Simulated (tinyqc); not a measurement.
Delta-doped layer in the Thomas-Fermi potential, step by step. Values are carried at full precision from step to step, so a last printed digit may differ when a step is redone from the rounded ones.

All donors ionised in the plane z = 0, zero temperature, energies from the Fermi level EF of the Thomas-Fermi model, which lies at the bulk band edge; c = hbar^2/2m0, q = e^2/(4 pi eps0). Layer in a (001) plane: two valleys with m_z = ml, m_d = mt (unprimed) and four with m_z = mt, m_d = sqrt(ml mt) (primed); m3 = (ml mt^2)^(1/3), gv = 6. With n = (gv/3 pi^2)(m3 (-V)/c)^(3/2) and V'' = -(4 pi q/eps) n for z > 0, the solution is V = -b/(|z| + z0)^4 with sqrt(b) = 20/K, K = (4 pi q/eps)(gv/3 pi^2)(m3/c)^(3/2), and z0^5 = 4b/(e F0), e F0 = 2 pi q N/eps; 1e13/cm^2 = 1e-3/angstrom^2. Exchange and correlation are left out.

Constants: hbar^2/2m0 = 3.80998211 eV angstrom^2; e^2/(4 pi eps0) = 14.39964547 eV angstrom.

Values chosen for the exercise (near those of a delta-doped layer in Si; not measured data): ml = 0.92 m0 (longitudinal mass); mt = 0.19 m0 (transverse mass); eps = 11.7 (dielectric constant); N = 3.4 x 1e13/cm^2 (donor sheet density).

## The Thomas-Fermi well

Give K, b, e F0, z0 and the depth b/z0^4.

K = 0.076801 eV^(-1/2) angstrom^-2
b = 67814 eV angstrom^4
e F0 = 0.026292 eV/angstrom
z0 = 25.28 angstrom
depth = 0.1661 eV

Half of the electrons lie within |z| < (2^(1/5) - 1) z0 = 3.8 angstrom. The mean donor spacing in the plane is 17.1 angstrom, against a Bohr radius 0.529177 eps/m3 = 19.3 angstrom: the spacing is not small against it, so the smeared sheet is a crude model.

## Profile

V = -b/(|z| + z0)^4, n and the share of electrons beyond |z|, (z0/(|z| + z0))^5, at z = 0, 0.1, 0.25, 0.5, 1 and 2 times z0; n = (eps/(4 pi q)) 20 b/(|z| + z0)^6, q = e^2/(4 pi eps0), 1/angstrom^3 = 1e24/cm^3.

Profile:
```
z (angstrom)   V (eV)  n (1e19/cm^3)  share beyond
0.0           -0.1661           33.6         1.000
2.5           -0.1135           19.0         0.621
6.3           -0.0681           8.82         0.328
12.6          -0.0328           2.95         0.132
25.3          -0.0104          0.525         0.031
50.6          -0.0021         0.0461         0.004
```

## Subbands

Subbands solve -(c/m_z) psi'' + V psi = E psi on 1280 points of spacing z0/80; up to ten levels for each group, kept if bound with an rms width below 2.5 z0.

List the bound levels with their rms width.

Subbands:
```
label  valleys g  m_d (m0)   E (eV)  rms z (angstrom)
0              2    0.1900  -0.0679               7.6
0'             4    0.4181  -0.0365              18.8
1              2    0.1900  -0.0057              32.1
```

The lowest level lies 59 % of the way up the well, and 0' follows 31 meV higher.

## Filling the subbands

At zero temperature n_i = g m_d (mu - E_i)/(2 pi c) for E_i < mu, c = hbar^2/2m0; find mu from sum n_i = N (1e13/cm^2 = 1e-3/angstrom^2).

mu = -0.0031 eV

n_i in the order of the list (1e13/cm^2): [1.027, 2.332, 0.041]

3 subbands filled in part, the lowest with 30 % of the electrons. The potential was built for a Fermi level at 0; filling its quantised levels puts mu 1.9 % of the depth below that, which shows how nearly the two pictures agree. The fullest is 0', with 69 %.

## Estimate from a V-shaped well

Near z = 0 the well is -depth + e F0 |z|, whose levels are a (c (e F0)^2/m_z)^(1/3) with a = 1.018793 (even) and 2.338107 (odd); c = hbar^2/2m0, m_z = ml, for the unprimed levels.

levels 0 and 1 (eV): [-0.0215, 0.1658]

Level 0 comes out 46 meV too high, since screening flattens the true well away from the plane, and level 1 lands above the rim at 0.

## Checks

- Integral of the Thomas-Fermi density against N, 1e13/cm^2: both 3.400.
- Lowest level on a finer grid (z0/200), eV: both -0.068.

Program tinyqc; command `OMP_NUM_THREADS=1 python tinyqc.py 1282029 1282030 out.jsonl`; about 0.1 s on one thread of a shared Intel(R) Xeon(R) Processor @ 2.30GHz.
